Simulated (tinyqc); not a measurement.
Electron density from the centroid.

Inverse problem. In the Fang-Howard model the centroid is 3/b with b^3 = 6 (mz1/C) q (Nd + 11 Ns/32)/(eps0 eps_r), C = hbar^2/(2 m0), the field in eV/nm. Find b and Ns.

Parameters, values chosen for the exercise; masses and permittivity close to those of 4H silicon carbide (0001):

| symbol | value | unit | meaning |
|---|---|---|---|
| eps_r | 9.76 |  | relative permittivity |
| mz1 | 0.325 | m0 | mass along z of valley set A (3 valley(s)) |
| Nd | 6.8e11 | cm^-2 | sheet density of depletion charge |

Constants: q = 1.602176634e-19 C, hbar = 1.054571817e-34 J s, m0 = 9.1093837015e-31 kg, eps0 = 8.8541878128e-14 F/cm where lengths are in cm, hbar^2/(2 m0) = 0.0380998212 eV nm^2. Results are converted to the units shown.

centroid = 2.1810445 nm

Answer. b = 3/centroid gives Nd + 11 Ns/32, from which the depletion charge is taken off.

b = 1.375 1/nm
Ns = 6.000e12 cm^-2

Program tinyqc, `OMP_NUM_THREADS=1 python tinyqc.py 2160090 2160091 out.jsonl`; Intel Xeon 2.30GHz, shared host, one thread, about 0.3 s.
